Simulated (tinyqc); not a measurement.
Gain factor and gap resistance from two string resistances.

Question. At small bit-line voltage each of the 64 cells has the resistance 1/(K x) at overdrive x (no mobility reduction) in series with a gap resistance Rg. Find K, Rg and the share of the gaps at the higher overdrive.

resistance of a string of 64 equal cells at overdrives of 4 and 8.3 V (kohm): 5172.3636  3288.4644

Solution. The resistance per cell is a straight line in 1/x with slope 1/K and intercept Rg.

K = 4.40 uA/V^2
Rg = 24.0 kohm
share of the gaps = 46.7 %

Computed by the program tinyqc: `OMP_NUM_THREADS=1 python tinyqc.py 2142066 2142067 out.jsonl`, one thread of a shared Intel Xeon 2.30GHz, about 0.9 s for the whole run.
